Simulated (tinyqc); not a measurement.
Vibrations of a mass or spring defect in a linear chain: one step, computed by the program tinyqc. Command: `OMP_NUM_THREADS=1 python tinyqc.py 3021309 3021310 out.jsonl localmode walk`. One thread of a shared host (Intel(R) Xeon(R) Processor @ 2.30GHz), about 0.01 s of CPU time with the checks.

A ring of N atoms with nearest-neighbour springs k and motion along the chain. Atom 1 is the defect, of mass M', and its two springs are k'. Odd sites are A (the defect replaces an A atom), even sites B.

Question. Frequencies of the ring. Diagonalise D and leave out the zero eigenvalue of the uniform shift. nu = 15.6333042 THz x sqrt(lambda), lambda in eV/(angstrom^2 u).

Host: diatomic.

D (eV/(angstrom^2 u)), lower triangle (symmetric):
```
            1          2          3          4          5          6          7          8
1    1.091729
2   -0.162813   0.089030
3    0.000000  -0.065253   0.210435
4    0.000000   0.000000  -0.065253   0.080936
5    0.000000   0.000000   0.000000  -0.065253   0.210435
6    0.000000   0.000000   0.000000   0.000000  -0.065253   0.080936
7    0.000000   0.000000   0.000000   0.000000   0.000000  -0.065253   0.210435
8    0.000000   0.000000   0.000000   0.000000   0.000000   0.000000  -0.065253   0.080936
9    0.000000   0.000000   0.000000   0.000000   0.000000   0.000000   0.000000  -0.065253
10   0.000000   0.000000   0.000000   0.000000   0.000000   0.000000   0.000000   0.000000
11   0.000000   0.000000   0.000000   0.000000   0.000000   0.000000   0.000000   0.000000
12  -0.162813   0.000000   0.000000   0.000000   0.000000   0.000000   0.000000   0.000000

            9         10         11        12
9    0.210435
10  -0.065253   0.080936
11   0.000000  -0.065253   0.210435
12   0.000000   0.000000  -0.065253  0.089030
```

Constants: nu for 1 eV/(angstrom^2 u) = 15.6333042 THz.

Give: nonzero frequencies.

Answer.

nonzero frequencies (THz): 2.00  2.01  3.69  3.73  4.53  7.29  7.63  7.90  8.22  8.37  16.71
